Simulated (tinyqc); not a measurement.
# Margin needed against array size

Cells fail independently with probability Q(k) = erfc(k/sqrt(2))/2 when the margin is k standard deviations, and Y = exp(-Nb Q(k)). phi = exp(-k^2/2)/sqrt(2 pi).  k solves Y = exp(-Nb Q(k)); the estimate is sqrt(2 ln(Nb/(-ln Y))).

Parameters, values chosen for the exercise: wanted yield Y = 0.999.

Margin needed against array size:
```
Nb           allowed Q      k  estimate
1024          9.771e-7  4.758     5.261
16384         6.107e-8  5.290     5.764
262144        3.817e-9  5.776     6.226
4194304      2.385e-10  6.226     6.657
67108864     1.491e-11  6.647     7.061
1073741824   9.318e-13  7.044     7.443
17179869184  5.824e-14  7.421     7.807
```

Read the table: what changes, and by how much?

A 1.68e7-fold larger array raises k only from 4.76 to 7.42; the last factor of 16 costs 0.38 standard deviations. The estimate, which drops the factor 1/(k sqrt(2 pi)) of the tail, is 11 % above k in the first row and 5.2 % above it in the last.

tinyqc, about 0.01 s, one thread, Intel Xeon 2.30GHz (shared host): `OMP_NUM_THREADS=1 python tinyqc.py 2090139 2090140 out.jsonl`
